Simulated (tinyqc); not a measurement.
One-electron ion in a basis of Gaussians, step by step. One step of it, computed by the program tinyqc.

Problem. Generalised eigenproblem. Solve H C = S C e through S^(-1/2); each column has its largest component positive (the first on a tie).

H = T + V (hartree):
$$\begin{pmatrix}
-0.036676 & -0.034356 \\
-0.034356 & -0.046852
\end{pmatrix}$$

S:
$$\begin{pmatrix}
1.000000 & 0.752682 \\
0.752682 & 1.000000
\end{pmatrix}$$

Give: eigenvalues of S; eigenvalues; coefficients.

Solution.

eigenvalues of S: [0.247, 1.753]

eigenvalues (hartree): [-0.047, -0.026]

coefficients:
$$\begin{pmatrix}
-0.103 & 1.515 \\
1.075 & -1.073
\end{pmatrix}$$

For Z = 1 and l = 2 the exact lowest level is -Z^2/(2 n^2) with n = l + 1: -0.055556 hartree.
